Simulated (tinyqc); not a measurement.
Worked calculation: sp3 tight binding, zinc-blende lattice. One step of it, computed by the program tinyqc.

Task: Bloch Hamiltonian at k. Slater-Koster rules over the four bonds with direction cosines (l, m, n): ss V_ss; s-px l V_sp; px-s -l V_sp; px-px l^2 V_pps + (1 - l^2) V_ppp; px-py l m (V_pps - V_ppp); each times exp(i k.d).

Parameters chosen for this model: zinc-blende lattice, anion at 0, cation at a/4 (1,1,1); V = eta hbar^2 / (m d^2), hbar^2/m = 7.619964 eV angstrom^2:

| parameter | value | unit |
|---|---|---|
| a | 5.650000 | angstrom |
| d | 2.446522 | angstrom |
| Es anion | -15.890000 | eV |
| Ep anion | -7.490000 | eV |
| Es cation | -15.890000 | eV |
| Ep cation | -7.490000 | eV |
| eta ss | -1.400000 |  |
| eta sp | 1.840000 |  |
| eta pp sigma | 3.240000 |  |
| eta pp pi | -0.810000 |  |
| V ss | -1.782308 | eV |
| V sp | 2.342462 | eV |
| V pp sigma | 4.124770 | eV |
| V pp pi | -1.031193 | eV |

k point k (2 pi / a): 0.590000  0.630000  0.020000

Give: H(k) at k.

Result:

H(k) at k (eV):
```
                  a s             a px             a py             a pz
a s          -15.8900           0.0000           0.0000           0.0000
a px           0.0000          -7.4900           0.0000           0.0000
a py           0.0000           0.0000          -7.4900           0.0000
a pz           0.0000           0.0000           0.0000          -7.4900
c s   -2.3490-0.1497i   0.0853+2.3739i   0.0746+2.7134i   3.6140+0.0560i
c px  -0.0853-2.3739i   0.9060+0.0577i  -4.5926-0.0712i  -0.0948-3.4482i
c py  -0.0746-2.7134i  -4.5926-0.0712i   0.9060+0.0577i  -0.1084-3.0168i
c pz  -3.6140-0.0560i  -0.0948-3.4482i  -0.1084-3.0168i   0.9060+0.0577i

                  c s             c px             c py             c pz
a s   -2.3490+0.1497i  -0.0853+2.3739i  -0.0746+2.7134i  -3.6140+0.0560i
a px   0.0853-2.3739i   0.9060-0.0577i  -4.5926+0.0712i  -0.0948+3.4482i
a py   0.0746-2.7134i  -4.5926+0.0712i   0.9060-0.0577i  -0.1084+3.0168i
a pz   3.6140-0.0560i  -0.0948+3.4482i  -0.1084+3.0168i   0.9060-0.0577i
c s          -15.8900           0.0000           0.0000           0.0000
c px           0.0000          -7.4900           0.0000           0.0000
c py           0.0000           0.0000          -7.4900           0.0000
c pz           0.0000           0.0000           0.0000          -7.4900
```
